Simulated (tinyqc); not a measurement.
# Series resistance and mobility from two gate lengths

Question. At small Vds the total resistance times width is 2 Rs + L/(mu Q), with the same mu and Q at both lengths. Find mu and Rs.

total resistance at L = 30 and 80 nm (ohm um): [116, 142.66667]
Q = 1.25 uC/cm^2

Answer. The slope against L is 1/(mu Q), and the intercept at L = 0 is 2 Rs.

mu = 1500 cm^2/(V s)
Rs = 50.00 ohm um

tinyqc, about 0.01 s, one thread, Intel Xeon 2.30GHz (shared host): `OMP_NUM_THREADS=1 python tinyqc.py 2380044 2380045 out.jsonl`
